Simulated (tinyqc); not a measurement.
Inputs raised by 5 %, one at a time: Koster-Slater impurity in a tight-binding band, by Green functions and by supercells. Computed by tinyqc, a small Python program. Command: `OMP_NUM_THREADS=1 python tinyqc.py 3001847 3001848 out.jsonl kosterslater sens`. One thread of a shared host (Intel(R) Xeon(R) Processor @ 2.30GHz), about 0.1 s of CPU time with the checks.

One orbital per site, e(k) = -2 t sum cos(k_i) over 3 direction(s), band from -6 t to 6 t, lattice constant 1. One site has the extra energy U. Spin is left out.

Inputs (values chosen for the exercise, for a model band): hopping t = 0.91 eV; impurity potential U = -6.01 eV; supercell edge N = 2 sites; energy inside the band E = 4.13 eV; broadening eta = 0.091 eV; impurity concentration c = 0.003 per site.

Lattice: simple cubic.

Constants: hbar = 6.582119569e-16 eV s.

Method:
- Outside the band G0(E) = (1/pi) int_0^pi dk (2/(pi z)) K(16 t^2/z^2), z = E + 2 t cos k, K the complete elliptic integral with parameter m; 200 Gauss-Legendre points.
- A bound state solves 1/U = G0(E).
- Bisection in ln(distance from the edge) between 1e-5 t and |U| + t. Weight on the impurity site: -1/(U^2 dG0/dE), by a central difference with step min(1e-4 t, distance/30). Decay length along an axis: 1/arccosh(1 + distance/(2 t)).
- Inside the band G0(z), z = E + i eta, comes from the chain form 1/(sqrt(y - 2t) sqrt(y + 2t)) (principal roots) at y = z + 2 t cos k + 2 t cos k', averaged over k and k' in (0, pi) with 200 Gauss-Legendre points each.
- T = U/(1 - U G0); phase shift delta = -arg(1 - U G0) in (-pi, pi]; host density of states -Im G0/pi; on the impurity -Im[G0/(1 - U G0)]/pi; lifetime of a band state hbar/(-2 c Im T).
- In a periodic cell of N sites along each direction with Bloch vector K, the level solves 1/U = N^-d sum_k 1/(E - e(k)), k_i = (2 pi m_i + K_i)/N, m_i = 0..N-1; the outermost root on the side of U is taken (bisection). d is the number of directions. Gamma means K_i = 0, the zone corner K_i = pi, the quarter point K_i = pi/2.
- The error is measured against the isolated level E_b.

Runs; columns: (1) input moved; (2) from; (3) to; (4) distance from the band edge (eV); (5) weight on the impurity site; (6) width between Gamma and the corner (eV); (7) scattering lifetime (fs):
```
(1)                                    (2)      (3)     (4)      (5)     (6)     (7)
base run                                 -        -  1.4448  0.82413  1.7421  190.19
hopping t (eV)                        0.91   0.9555  1.2728  0.80018  1.9216  174.23
impurity potential U (eV)            -6.01  -6.3105  1.6956  0.84464  1.6572  184.18
impurity concentration c (per site)  0.003  0.00315  1.4448  0.82413  1.7421  181.13
energy inside the band E (eV)         4.13   4.3365  1.4448  0.82413  1.7421  207.70
broadening eta (eV)                  0.091  0.09555  1.4448  0.82413  1.7421  189.84
```

Exponents ln(y'/y) / ln(x'/x); columns: (1) input; (2) distance from the band edge; (3) weight on the impurity site; (4) width between Gamma and the corner; (5) scattering lifetime:
```
(1)                          (2)     (3)     (4)     (5)
hopping t                 -2.597  -0.604   2.010  -1.796
impurity potential U       3.281   0.504  -1.023  -0.658
impurity concentration c   0.000   0.000   0.000  -1.000
energy inside the band E   0.000   0.000   0.000   1.806
broadening eta             0.000   0.000   0.000  -0.038
```

Among the inputs moved here: distance from the band edge answers most in size to impurity potential U (exponent +3.281), next to hopping t (-2.597); its exponent is below 0.0005 for impurity concentration c, energy inside the band E, broadening eta. Weight on the impurity site answers most in size to hopping t (exponent -0.604), next to impurity potential U (+0.504); its exponent is below 0.0005 for impurity concentration c, energy inside the band E, broadening eta. Width between Gamma and the corner answers most in size to hopping t (exponent +2.010), next to impurity potential U (-1.023); its exponent is below 0.0005 for impurity concentration c, energy inside the band E, broadening eta. Scattering lifetime answers most in size to energy inside the band E (exponent +1.806), and about equally to hopping t (-1.796). Its exponent -1.000 in impurity concentration c: independent scatterers.
